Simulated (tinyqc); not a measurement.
Changing the film thickness L: heat flow across a film from the phonon Boltzmann equation in the relaxation-time approximation. Computed by tinyqc, a small Python program. Command: `OMP_NUM_THREADS=1 python tinyqc.py 3014294 3014295 out.jsonl slabbte sweep`. One thread of a shared host (Intel(R) Xeon(R) Processor @ 2.30GHz), about 0.05 s of CPU time with the checks.

Two black walls, hot at x = 0 and cold at x = L, emit phonons isotropically. For one free path Lambda, with tau = x/Lambda, tau_L = L/Lambda and phi = (T - T_cold)/Delta T, energy balance gives phi(tau) = (1/2) [E2(tau) + int_0^tau_L phi(s) E1(|tau - s|) ds]; E_n are the exponential integrals. The flux over the ballistic flux C v Delta T/4 is psi = 1 - 2 int_0^tau_L phi(s) E2(s) ds, and kappa_eff/kappa = (3/4) tau_L psi. kappa = C v Lambda/3 is an input, so at fixed kappa a longer free path means a smaller C v.

Inputs (values chosen for the exercise, modelled on gallium arsenide):

| quantity | value | unit |
|---|---|---|
| bulk conductivity kappa | 47.9 | W/(m K) |
| wall temperature difference Delta T | 11 | K |
| free path Lambda_1 | 70 | nm |
| free path Lambda_2 | 490 | nm |
| share f_2 of kappa | 0.35 | - |
| cells n in the small system | 4 | - |

Free-path groups: two.

Method:
- Cut the film into n equal cells with constant phi, collocated at the centres c_i: the kernel integrates to A_ij = |E2(|c_i - e_j|) - E2(|c_i - e_(j+1)|)|/2 for cell edges e_j, and A_ii = 1 - E2(half a cell); solve (1 - A) phi = E2(c)/2; psi = 1 - 2 sum_j phi_j [E3(e_j) - E3(e_(j+1))].
- Use 150 and 300 cells and extrapolate psi = (4 psi(300) - psi(150))/3. The jump at the hot wall is 1 - phi there (linear extrapolation from the first two of 300 cells). Two-flux (diffusion with slip) formula: psi = 1/(1 + 3 tau_L/4).
- Each group is solved on its own with 150 and 300 cells, psi = (4 psi(300) - psi(150))/3, and weighted by its share of kappa (f_1 is what the others leave); exchange of energy between groups inside the film is left out.
- Flux J = kappa_eff Delta T/L; apparent boundary resistance per wall (L/kappa_eff - L/kappa)/2.

One run for each value:

| film thickness L (nm) | kappa_eff (W/(m K)) | flux J (GW/m^2) | jump at the wall / Delta T for Lambda_1 | apparent resistance per wall (m^2 K/GW) |
|---|---|---|---|---|
| 1.4 | 0.49 | 3.881 | 0.4782 | 1.403 |
| 2.9 | 1.00 | 3.811 | 0.4621 | 1.413 |
| 6.1 | 2.04 | 3.674 | 0.4354 | 1.433 |
| 13 | 4.05 | 3.423 | 0.3937 | 1.471 |
| 27 | 7.43 | 3.029 | 0.3368 | 1.534 |
| 55 | 12.45 | 2.490 | 0.2676 | 1.635 |
| 120 | 19.58 | 1.795 | 0.1853 | 1.812 |
| 240 | 26.38 | 1.209 | 0.1196 | 2.044 |
| 500 | 33.01 | 0.726 | 0.0680 | 2.354 |
| 1000 | 38.21 | 0.420 | 0.0374 | 2.647 |

What does the table show, and why?

Over the rows, kappa_eff (W/(m K)) rises from 0.494 to 38.2 (exponent d ln y / d ln x 0.97 between the first rows and 0.21 between the last); flux J (GW/m^2) falls from 3.88 to 0.420 (exponent d ln y / d ln x -0.025 between the first rows and -0.79 between the last); jump at the wall / Delta T for Lambda_1 falls from 0.478 to 0.0374 (exponent d ln y / d ln x -0.047 between the first rows and -0.86 between the last). At the low end the exponent of kappa_eff is 0.97, close to 1: the ballistic limit. At the low end the exponent of flux J is -0.03, close to 0: the ballistic flux does not depend on L. In thin films phonons cross without scattering: the flux is bounded by what the walls emit, and Delta T drops in two jumps of one half each. In thick films the jumps shrink as Lambda/L and the apparent wall resistance tends to a constant.

Caution (rows 1.40, 2.90, 6.10): below about 10 nm the film nears the phonon wavelength, and a particle picture fails.

Extremes, crossings and ranges named in words are read from the listed rows.
